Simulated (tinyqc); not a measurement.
Chemical vapour deposition: Grove model, boundary layer, depletion and step coverage: one step, computed by the program tinyqc. Command: `OMP_NUM_THREADS=1 python tinyqc.py 3014885 3014886 out.jsonl cvd walk`. One thread of a shared host (Intel(R) Xeon(R) Processor @ 2.30GHz), about 0.01 s of CPU time with the checks.

A precursor diffuses to the surface and reacts there at first order; each molecule that reacts adds one formula unit of film.

Problem. Gas-phase and surface constants. k_s = k0 exp(-E/(k_B T)); C_g = Y p/(k_B T), 1 torr = 133.322 Pa; D = D0 (T/273.15)^1.75 (760/p). Temperatures in kelvin are T(C) + 273.15. Mean speed c = sqrt(8 k_B T/(pi M)); reactive sticking probability beta = 4 k_s/c.

Inputs (values chosen for the exercise, close to those used for silicon dioxide from an alkoxysilane): prefactor k0 of k_s = 3.5e+07 cm/s; activation energy E = 1.85 eV; temperature T = 790 C; total pressure p = 0.13 torr; mole fraction of the precursor Y = 0.12; gas diffusivity D0 at 273.15 K and 760 torr = 0.3 cm^2/s; precursor mass M = 208 u.

Reactor: wafer stack, low pressure.

Constants: k_B = 1.380649e-23 J/K; u = 1.6605390666e-27 kg; k_B = 8.617333262e-05 eV/K.

Give: surface rate constant k_s; precursor density C_g; gas diffusivity D; mean speed c; sticking probability beta.

Solution.

surface rate constant k_s = 0.05947 cm/s

precursor density C_g = 1.417e+14 1/cm^3

gas diffusivity D = 18916 cm^2/s

mean speed c = 32897 cm/s

sticking probability beta = 7.231e-06
